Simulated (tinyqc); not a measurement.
Gate-all-around wire, scale length and short-channel effects: one step of the calculation.

A round wire of diameter ts in an insulator shell of thickness ti under a surrounding gate. Below threshold the potential that source and drain add obeys Laplace's equation and vanishes on the gate. Its lowest mode decays along the channel as exp(-k y); k is the smallest positive root of the matching condition at the interface, and the scale length is Lambda = pi/k.

Problem. Scan of the matching condition. f(k) = ei J0(u)[J1(u) Y0(v) - Y1(u) J0(v)] - eps_r J1(u)[J0(u) Y0(v) - Y0(u) J0(v)], u = k ts/2, v = u + k ti.

Inputs (values chosen for the exercise); permittivities: semiconductor close to that of silicon, insulator close to that of zirconium oxide: relative permittivity of the semiconductor eps_r = 11.6; relative permittivity of the insulator ei = 25.8; insulator thickness ti = 4.7 nm; wire diameter ts = 13.3 nm.

| point | k (1/nm) |
|---|---|
| 0 | 0.04375 |
| 1 | 0.0875 |
| 2 | 0.13125 |
| 3 | 0.175 |
| 4 | 0.21875 |
| 5 | 0.2625 |
| 6 | 0.30625 |
| 7 | 0.35 |

Give: f(k).

Solution.

| point | f(k) |
|---|---|
| 0 | 53.72 |
| 1 | 22.99 |
| 2 | 11.53 |
| 3 | 5.38 |
| 4 | 1.77 |
| 5 | -0.24 |
| 6 | -1.13 |
| 7 | -1.25 |

The first change of sign lies between k = 0.21875 and 0.2625 1/nm.

tinyqc, about 0.01 s, one thread, Intel Xeon 2.30GHz (shared host): `OMP_NUM_THREADS=1 python tinyqc.py 2420130 2420131 out.jsonl`
